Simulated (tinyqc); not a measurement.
# MOS capacitor on a p-type substrate, surface potential from the exact charge relation, step by step

Numbers from tinyqc (`OMP_NUM_THREADS=1 python tinyqc.py 2060012 2060013 out.jsonl`; about 0.01 s on one thread of a shared Intel Xeon 2.30GHz). Printed values are rounded.

Uniform p-type substrate, Boltzmann statistics, full ionisation, classical densities. psi is the surface potential against the body (positive when the bands bend down) and u = psi/Vt. Traps are spread evenly over the gap and neutral at flat band, so their charge is -q Dit psi; the minority quasi-Fermi level is shifted by Vb.

Parameters, values chosen for the exercise; band and dielectric values close to those of gallium nitride: temperature T = 250 K; band gap Eg = 3.44 eV; relative permittivity eps_r = 9.67; conduction-band density of states at T Nc = 1.72e18 cm^-3; valence-band density of states at T Nv = 3.43e19 cm^-3; electron affinity chi = 4.16 eV; acceptor density of the substrate N = 2e15 cm^-3; relative permittivity of the gate insulator (close to silicon dioxide) eox = 3.9; insulator thickness tox = 7.6 nm; gate work function phiM = 5.39 eV; fixed charge at the interface, in units of q Nf = -1.5e11 cm^-2; density of interface traps Dit = 0 cm^-2 eV^-1; reverse bias of the inversion layer against the body Vb = 0 V; gate voltage against the body Vg = 2.03 V.

Constants: q = 1.602176634e-19 C, kB = 1.380649e-23 J/K, Vt = kB T/q, eps0 = 8.8541878128e-14 F/cm where lengths are in cm. Results are converted to the units shown.

Range of the model: At this gate voltage the surface density exceeds 0.3 of the band density of states, so degeneracy and confinement would lower the charge and capacitance.

## Flat band, threshold and scales

ni = sqrt(Nc Nv) exp(-Eg/(2 Vt)), Eg in volts; phiF = Vt ln(N/ni); Cox = eps0 eox/tox; Vfb = phiM - chi - (Eg - Vt ln(Nv/N)) - q Nf/Cox; Q0 = sqrt(2 eps0 eps_r q N Vt); r = (ni/N)^2 exp(-Vb/Vt); VT = Vfb + [(2 phiF + Vb)(1 + q Dit/Cox) + sqrt(2 eps0 eps_r q N (2 phiF + Vb))/Cox].

ni = 1.62831e-16 cm^-3
phiF = 1.54220 V
Cox = 0.454360 uF/cm^2
Vfb = -1.94706 V
Q0 = 3.43819 nC/cm^2
r = 6.62849e-63
VT = 1.22787 V

## Starting value

psi = +Vt (just off flat band).

psi at the start = 0.0215433 V

## Iteration 1: Newton step for the surface potential

u = psi/Vt; F^2 = exp(-u) + u - 1 + r (exp(u) - u - 1); Qs = -sign(u) Q0 F; Cs = -dQs/dpsi = (Q0/Vt) |1 - exp(-u) + r (exp(u) - 1)|/(2 F). f = Vfb + psi + (q Dit psi - Qs)/Cox - Vg, f' = 1 + (Cs + q Dit)/Cox, psi(new) = psi - f/f'.

u = 1
F = 0.606531
Qs = -2.08536 nC/cm^2
Cs = 0.0831636 uF/cm^2
f = -3.95093 V
f' = 1.18303
psi after iteration 1 = 3.36120 V

## Iteration 2: Newton step for the surface potential

As before.

u = 156.020
F = 616.894
Qs = -2121.00 nC/cm^2
Cs = 49.2064 uF/cm^2
f = 4.05224 V
f' = 109.298
psi after iteration 2 = 3.32413 V

## Course of the Newton iteration

Stop when the step is below 1e-10 V, or after 60 iterations.

Course of the iteration:
```
iteration  psi before the step (V)     f (V)  step (V)
1                        0.0215433     -3.95      3.34
2                          3.36120      4.05   -0.0371
3                          3.32413      1.32   -0.0283
4                          3.29583     0.347   -0.0141
5                          3.28177    0.0492  -2.73e-3
6                          3.27904   1.47e-3  -8.65e-5
7                          3.27895   1.41e-6  -8.33e-8
8                          3.27895  1.30e-12   < 1e-12
```

Converged in 8 iterations.

## Charges, field and capacitances at the solution

converged psi = 3.27895 V

u = psi/Vt; F^2 = exp(-u) + u - 1 + r (exp(u) - u - 1); Qs = -sign(u) Q0 F; Cs = -dQs/dpsi = (Q0/Vt) |1 - exp(-u) + r (exp(u) - 1)|/(2 F). Low frequency: 1/C_LF = 1/Cox + 1/(Cs + q Dit). High frequency, in the simple estimate in which traps and minority carriers do not follow: 1/C_HF = 1/Cox + 1/Cd, Cd being Cs with r = 0 at the same psi. Minority sheet density N_inv = (Q0/(2 q)) int_0^u r (exp(t) - 1)/F(t) dt for u > 0. Oxide field |Qs - q Dit psi + q Nf|/(eps0 eox).

Qs = -317.193 nC/cm^2
N_inv = 1.71845e12 cm^-2
oxide field = 0.988164 MV/cm
Cs = 7.23184 uF/cm^2
C_LF/Cox = 0.940886
C_HF/Cox = 0.0140815

The surface is in strong inversion (borders at |psi| = 0, phiF + Vb and 2 phiF + Vb = 3.08 V). Minority carriers make up 86.8 % of Qs.
